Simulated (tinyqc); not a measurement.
# Permeation of metal atoms or ions through a thin barrier or dielectric: time lag, field-aided drift and lifetime, step by step

A worked calculation. Computed by tinyqc, a small Python program that keeps every step. Command: `OMP_NUM_THREADS=1 python tinyqc.py 3000332 3000333 out.jsonl barrier walk`. One thread of a shared host (Intel(R) Xeon(R) Processor @ 2.30GHz), about 0.01 s of CPU time with the checks. Intermediate numbers are printed to about 6 digits and carried at full precision; extremes and crossings named in words are read from the listed rows.

The film 0 < x < d is empty at first; C = C0 at x = 0 and C = 0 at x = d. dC/dt = D d2C/dx2 - v dC/dx with drift v = D z e V/(k_B T d) (uniform field, no space charge).

Inputs (values chosen for the exercise, for a model case: singly charged ions through a dielectric):
```
quantity                                   value    unit
thickness d                                   61      nm
prefactor D0                                  88  cm^2/s
activation energy E                         1.16      eV
concentration at the source side C0      1.2e+13  1/cm^3
charge number z                                1       -
voltage V (positive drives ions across)     0.33       V
critical dose Q_c                          1e+09  1/cm^2
test temperature T                           125       C
use temperature T_u                           85       C
time in units of d^2/D, s                   0.13       -
```

Constants: k_B = 8.617333262e-05 eV/K.

## Scales

D = D0 exp(-E/(k_B T)); time scale d^2/D; Peclet number P = z V/(k_B T), k_B T in eV; 1 nm = 1e-7 cm. Temperatures in kelvin are T(C) + 273.15.

diffusivity D = 1.82480e-13 cm^2/s

time scale d^2/D = 203.912 s

Peclet number P = 9.61821

Caution: a prefactor D0 above about 10 cm^2/s is far larger than atomic jumps allow; it only sets the time scale of the exercise.

## Steady flux and time lag

Steady flux J = (D C0/d) P/(1 - exp(-P)); time lag in units of d^2/D: s_L = [P (1 + exp(-P))/(1 - exp(-P)) - 2]/P^2 (P = 0: J = D C0/d, s_L = 1/6).

flux relative to D C0/d = 9.61885

steady flux J = 3.45295e+06 1/(cm^2 s)

time lag s_L = 0.0823640

time lag = 16.7950 s

Drift rules: J tends to v C0 and the lag to the transit time d/v.

## Dose at time s

Dose through the film Q(s) = C0 d {f (s - s_L) - 2 exp(P/2) sum_(n=1..200) (-1)^n n^2 pi^2 exp(-l_n s)/l_n^2}, l_n = n^2 pi^2 + P^2/4, f = P/(1 - exp(-P)) the relative flux.

Q/(C0 d) = 0.487961

dose Q = 3.57188e+07 1/cm^2

time = 26.5086 s

## Time to the critical dose

Solve Q = Q_c for s. At the use temperature D and P take T_u, with the same C0 and V; 1 year = 3.15576e7 s.

s at the critical dose = 1.50262

failure time at T = 306.402 s

failure time at T_u = 3.81725e-04 years

Failure comes long after the lag, in steady flow: t is near Q_c/J. Caution: grain boundaries, pinholes, trapping and space charge are left out; thin real barriers usually fail at defects.

## Approach to the steady line

Short-time form for P = 0: Q/(C0 d) = 4 sqrt(s) ierfc(1/(2 sqrt(s))), ierfc(y) = exp(-y^2)/sqrt(pi) - y erfc(y).

Q/(C0 d):
```
s          series  steady line f (s - s_L)  series without field  short-time form, no field
0.03  3.35648e-04             -5.03681e-01           4.84192e-06                4.84192e-06
0.05  1.40373e-02             -3.11304e-01           2.69342e-04                2.69342e-04
0.08  1.19657e-01             -2.27387e-02           3.20662e-03                3.20662e-03
0.12  4.03062e-01              3.62015e-01           1.48873e-02                1.48873e-02
0.20  1.13454e+00              1.13152e+00           6.14638e-02                6.14632e-02
0.30  2.09352e+00              2.09341e+00           1.43824e-01                1.43786e-01
0.50  4.01718e+00              4.01718e+00           3.34791e-01                3.33262e-01
0.80  6.90283e+00              6.90283e+00           6.33409e-01                6.18380e-01
1.20  1.07504e+01              1.07504e+01           1.03333e+00                9.70022e-01
```

The dose lies above the steady line at all times and, among these rows, is within 1 % of it from s = 0.2 on (the lag is s_L = 0.082); for a known P the intercept of that line gives D and its slope D C0. The field changes the dose by a factor 69.3 in the first row and 10.4 in the last; at short times the factor tends to exp(P/2) = 123.

Checks made by the program: series against a 300-cell finite-difference solution (relative difference 5e-06).
